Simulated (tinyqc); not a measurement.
# Electron continuity equation in a given potential, Scharfetter-Gummel discretisation: three discretisations compared

Steady state in one dimension: J = q mu n E + q D dn/dx with E = -dpsi/dx and D = mu Vt, dJ/dx = q (n/tau - G), fixed densities nL and nR at the ends. The potential is given, psi = U x/L, and is not changed by the electrons.

10 equal intervals. Fluxes J_i = (q D/h)(n_(i+1) P_i - n_i Q_i), d_i = (psi_(i+1) - psi_i)/Vt: Scharfetter-Gummel P = B(d), Q = B(-d), B(d) = d/(exp(d) - 1); central P = 1 - d/2, Q = 1 + d/2; upwind P = 1 + max(-d, 0), Q = 1 + max(d, 0). Balance at each inner node: J_i - J_(i-1) = q h (n_i/tau - G). The reference is Scharfetter-Gummel on 2000 intervals.

Values chosen for this exercise; mobility that of a made-up semiconductor: temperature T = 300 K; electron mobility mu = 957 cm^2/(V s); length of the region L = 3.5 um; density at x = 0 nL = 8.7e12 cm^-3; density at x = L nR = 1.1e14 cm^-3; lifetime tau = 4.3e-9 s; uniform generation rate G = 0 cm^-3 s^-1; potential difference psi(L) - psi(0) U = 0.71 V.

Constants: q = 1.602176634e-19 C, kB = 1.380649e-23 J/K, Vt = kB T/q. Results are converted to the units shown.

Densities (cm^-3):
```
node	Scharfetter-Gummel	central	upwind	reference
0	8.700e12	8.700e12	8.700e12	8.700e12
1	8.664e12	8.664e12	8.664e12	8.664e12
2	8.628e12	8.627e12	8.630e12	8.627e12
3	8.592e12	8.591e12	8.601e12	8.591e12
4	8.556e12	8.557e12	8.592e12	8.556e12
5	8.520e12	8.510e12	8.655e12	8.520e12
6	8.486e12	8.545e12	8.992e12	8.486e12
7	8.475e12	8.058e12	1.036e13	8.475e12
8	8.829e12	1.091e13	1.560e13	8.828e12
9	1.487e13	-7.541e12	3.540e13	1.487e13
10	1.100e14	1.100e14	1.100e14	1.100e14
```

Largest errors as a share of the largest reference density listed: Scharfetter-Gummel 2.5e-4 %, central 20 %, upwind 19 %. The largest |d| is 2.75. Central differences give 1 negative value(s), since P or Q changes sign once |d| exceeds 2. Upwinding stays positive but acts as if D were larger by the factor 1 + |d|/2, up to 2.37 here.

Program tinyqc, `OMP_NUM_THREADS=1 python tinyqc.py 2220031 2220032 out.jsonl`; Intel Xeon 2.30GHz, shared host, one thread, about 0.01 s.
